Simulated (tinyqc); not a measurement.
Worked calculation: interband optics of a two-band s-p chain from momentum matrix elements. Values are carried at full precision from step to step, so a last printed digit may differ when a step is redone from the rounded ones.

H(k) = [[Es - 2 ts cos ka, 2i V sin ka], [-2i V sin ka, Ep_ + 2 tp cos ka]] in the basis s, p; the lower band is full, with two electrons a cell. The velocity operator times hbar is W = dH/dk (eV angstrom); intra-atomic dipoles are left out.

Constants: hbar^2/2m0 = 3.80998211 eV angstrom^2; e^2/(4 pi eps0) = 14.39964547 eV angstrom.

Values chosen for the exercise:
- a = 3.27 angstrom (period)
- Es = 2.55 eV (upper orbital (s))
- Ep_ = -1.94 eV (lower orbital (p))
- ts = 0.33 eV (s-s hopping)
- tp = 0.58 eV (p-p hopping)
- V = 1.1 eV (s-p hopping)
- k = 0.14 2 pi/a (wave vector)
- N = 6 (k points)
- Ar = 7.8 angstrom^2 (cross-section per chain)
- eta = 0.1 eV (Lorentzian half width)
- E = 5.87 eV (photon energy)

## Hamiltonian and velocity at one k

Form H and W = dH/dk.

H (eV), rows s, p and columns alike:
```
[[2.1293, 1.6951i],
 [-1.6951i, -1.2006]]
```

W (eV angstrom), rows s, p and columns alike:
```
[[1.6629, 4.5856i],
 [-4.5856i, -2.9227]]
```

## Matrix element between the bands

Diagonalise H, transform W, and form w = |W_cv|^2, the Kane-type energy w/c and the oscillator strength f = w/(c D), c = hbar^2/2m0, D = Ec - Ev.

Ev, Ec (eV): [-1.9117, 2.8404]

weights, rows s, p; columns v, c:
```
[[0.1496, 0.8504],
 [0.8504, 0.1496]]
```

slopes dEv/dk, dEc/dk (eV angstrom): [-5.508, 4.248]

w = 2.489 eV^2 angstrom^2
w/c = 0.653 eV
f = 0.137

## Transitions on the mesh

At each k_j = (j + 1/2)/N (2 pi/a) up to the zone edge give D = Ec - Ev, w = |<c|W|v>|^2 and f = w/(c D), c = hbar^2/2m0; the other half of the zone repeats the values.

Transitions:
```
k (2 pi/a)  D (eV)  w (eV^2 angstrom^2)      f
0.0833      3.6511               16.611  1.194
0.2500      6.2865                4.338  0.181
0.4167      6.4528               40.503  1.647
```

D runs from 3.651 to 6.453 eV on the mesh; f is largest at k = 0.4167.

## Dielectric function from the table

With w(k) = |<c|W|v>|^2 and D(k) = Ec - Ev, on the mesh k_j = (j + 1/2)/N (2 pi/a): eps(E) = 1 + (8 pi e2/(a Ar)) mean_j (w/D^2) [1/(D - E - i eta) + 1/(D + E + i eta)], e2 = e^2/(4 pi eps0); light polarised along the chains, no local fields.

Take the mean over the rows. Also eps(0) at eta = 0, and the effective electrons per cell n_eff = 2 mean(f).

eps(E) = 8.231+1.708i
eps(0) = 5.819
n_eff = 2.015

On a mesh of 2000 points the values are 7.808+1.960i, 10.166 and 2.451. n_eff need not equal the 2 electrons of the cell: a two-orbital basis with chosen hoppings does not obey the sum rule of free electrons. E lies within, or within 2 eta of, the range of transitions of the band (2.67 to 6.61 eV); their spacing on this mesh (up to 2.64 eV) exceeds eta, so eps(E) depends on where the few mesh points fall.

## Checks

- Curvature of the lower band against <v|d2H/dk2|v> - 2 w/D (eV angstrom^2): both 5.834.
- Zone mean of 2 w/D against the zone mean of <v|d2H/dk2|v>, the f-sum rule of a full band (eV angstrom^2): both 9.3398.

tinyqc: `OMP_NUM_THREADS=1 python tinyqc.py 1652226 1652227 out.jsonl`; about 0.01 s, one thread, shared Intel(R) Xeon(R) Processor @ 2.30GHz.
